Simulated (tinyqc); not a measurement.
Inside a calculation: BHZ model on a square lattice (one spin block). Values are carried at full precision from step to step, so a last printed digit may differ when a step is redone from the rounded ones.

h(k) = e0 + d.s with s the Pauli matrices in the basis (E, H), k in units of 1/a: dx = (A/a) sin kx, dy = (A/a) sin ky, dz = M - (2B/a^2)(2 - cos kx - cos ky), e0 = -(2D/a^2)(2 - cos kx - cos ky). The other spin block is h*(-k). For small k this is the continuum model with dz = M - B k^2.

Parameters, chosen for this exercise (of the size used for thin Bi2Se3 films; not measured data):

| symbol | value | unit | meaning |
|---|---|---|---|
| A | 2.54 | eV angstrom |  |
| B | -19.6 | eV angstrom^2 |  |
| D | -5.5 | eV angstrom^2 |  |
| M | -0.0452 | eV | mass term |
| a | 10 | angstrom | grid spacing |
| k | (0.11, 0.52) | 1/a | wave vector |
| nk | 24 |  | points along kx |

## One k point

Form e0, d and E = e0 -/+ |d|.

e0 = 15.205 meV

dx, dy, dz (meV): 27.884  126.208  8.984

levels (meV): -114.358  144.768

## Signs of dz at the four invariant points

dz = M, M - 4B/a^2 (twice), M - 8B/a^2 at (0,0), (pi,0), (0,pi), (pi,pi). The product of the signs is (-1)^nu. C = (s00 - s0p - sp0 + spp)/2 is the Chern number of the lower band of this block, in the sense Omega = curl of i<u|grad u>.

dz (meV): (0,0) -45.20, (pi,0) 738.80, (0,pi) 738.80, (pi,pi) 1522.80

nu (Z2 index) = 1
C = -1

M/B > 0: the bands are inverted at Gamma alone, a quantum spin Hall insulator.

## Wilson loop

For each ky: x = -(1/2 pi) arg of the product of <u_j|u_(j+1)> over nk points kx = 2 pi j/nk of the lower band, folded into (-1/2, 1/2]. x is the centre of the hybrid Wannier function; minus its winding over ky from -pi to pi (followed on 61 points) is C.

Centres:

| ky | x (a) |
|---|---|
| -3.142 | 0.0000 |
| -1.500 | 0.0199 |
| -0.700 | 0.0867 |
| -0.350 | 0.1884 |
| -0.150 | 0.3219 |
| 0.000 | 0.5000 |
| 0.150 | -0.3219 |
| 0.350 | -0.1884 |
| 0.700 | -0.0867 |
| 1.500 | -0.0199 |
| 3.142 | 0.0000 |

C from the winding = -1

The centre winds once across the cell, 62 % of the way within |ky| < 0.35; the other spin winds oppositely, so the pair switches partners.

## Edge state of the continuum model

At a hard wall the state is exp(-l1 y) - exp(-l2 y). At kx = 0: E = -D M/B, slope hbar v = A sqrt(1 - D^2/B^2), l = F -/+ sqrt(F^2 - M/B) with F = |A|/(2 sqrt(B^2 - D^2)); complex l means an oscillating tail. Penetration 1/Re(l1).

E at kx = 0 = 12.684 meV
hbar v = 2.4379 eV angstrom

l1, l2 (1/angstrom): 0.02006  0.11496

penetration = 49.8 angstrom

## Checks

- Chern number from the winding against the sign formula: both -1.0.

Computed by tinyqc, a small Python program: `OMP_NUM_THREADS=1 python tinyqc.py 1452774 1452775 out.jsonl` (the numbers bound the seed that draws the inputs); one thread of a shared host (Intel(R) Xeon(R) Processor @ 2.30GHz), about 0.1 s for the whole set of steps.
